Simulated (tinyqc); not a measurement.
From a target to a composition: model-solid line-up of a strained alloy layer on a substrate.

Problem. A layer of the alloy is strained to the substrate, and its gap (Ec minus the top valence edge) is given. Find x between 0.32 and 0.98, where the gap is monotonic.

All values of the alloy are linear in x but the gap, Eg(x) = (1 - x) Eg_A + x Eg_B - C x (1 - x), and the valence edge, Ev(x) = (1 - x) Ev_A + x Ev_B + fv C x (1 - x); Ec = Ev + Eg. Ev is the top of the unstrained valence band on a scale common to all materials. In the layer only the Gamma valley of the conduction band is followed, also where an X or L valley would lie lower.

Coherent growth on a (001) face: e_par = (a_s - a)/a, e_perp = -2 (C12/C11) e_par; exx = eyy = e_par, ezz = e_perp, no shear.

Strained edges: Ec + ac tr(e); the valence edges are Ev plus the levels of the 6 x 6 matrix of X, Y, Z times spin with -Dso/3 + l exx + m (eyy + ezz) on the diagonal (cyclic), n exy off it, l = av + 2 b, m = av - b, n = sqrt(3) d. Spin-orbit term (Dso/3) L.sigma on X, Y, Z with (L_k)_ij = -i epsilon_kij: <X+|H|Y+> = -i Dso/3, <X+|H|Z-> = Dso/3, <Y+|H|Z-> = -i Dso/3, <Z+|H|X-> = -Dso/3, <Z+|H|Y-> = i Dso/3, <X-|H|Y-> = i Dso/3, and their conjugates; + and - are the spin along z.

Values chosen for the exercise (A near GaAs, B near AlAs, substrate near GaAs; the results hold for these values, not for the real material): a = (5.651, 5.669) angstrom (lattice constant of A, B); Eg = (1.502, 3.099) eV (gap at Gamma to the s-like level of A, B); Dso = (0.345, 0.278) eV (spin-orbit splitting of A, B); Ev = (-0.81, -1.35) eV (top of the unstrained valence band of A, B); ac = (-7.16, -5.59) eV (conduction deformation potential of A, B); av = (1.15, 2.51) eV (valence hydrostatic potential of A, B); b = (-2.02, -2.28) eV (tetragonal shear potential of A, B); d = (-4.73, -3.44) eV (trigonal shear potential of A, B); C11 = (123.6, 124.3) GPa (of A, B); C12 = (56.5, 52.8) GPa (of A, B); C44 = (60, 53.7) GPa (of A, B); C = 0.304 eV (bowing of the gap); fv = 0 (share of the bowing taken by the valence edge); a_s = 5.651 angstrom (substrate); face = 001 (growth face).

strained gap = 2.481470 eV

Find: x; e_par; gap of the relaxed alloy.

Solution. Bisect on x; the strained gap is 1.9521 eV at x = 0.32 and 3.0770 eV at x = 0.98.

x = 0.650
e_par = -0.207 %
gap of the relaxed alloy = 2.471 eV

Run: tinyqc, `OMP_NUM_THREADS=1 python tinyqc.py 1080171 1080172 out.jsonl`; Intel(R) Xeon(R) Processor @ 2.30GHz, one thread, shared host; about 0.02 s of CPU time with all checks.
